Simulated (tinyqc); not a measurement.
## Delay unit and parasitic delay from two ring oscillators

Inverse problem. A ring of 11 inverters oscillates at 1/(2 x 11 d), with stage delay d = tau (h + p) for fan-out h. Find tau, p and the delay at fan-out 4.

frequencies of 11-stage ring oscillators with fan-out 2 and 5 (GHz): 1.8474754  0.99216271

Solution. d is a straight line in h with slope tau and intercept tau p.

tau = 7.07 ps
p = 1.48
delay at fan-out 4 = 38.7 ps

Program tinyqc, `OMP_NUM_THREADS=1 python tinyqc.py 2082121 2082122 out.jsonl`; Intel Xeon 2.30GHz, shared host, one thread, about 0.01 s.
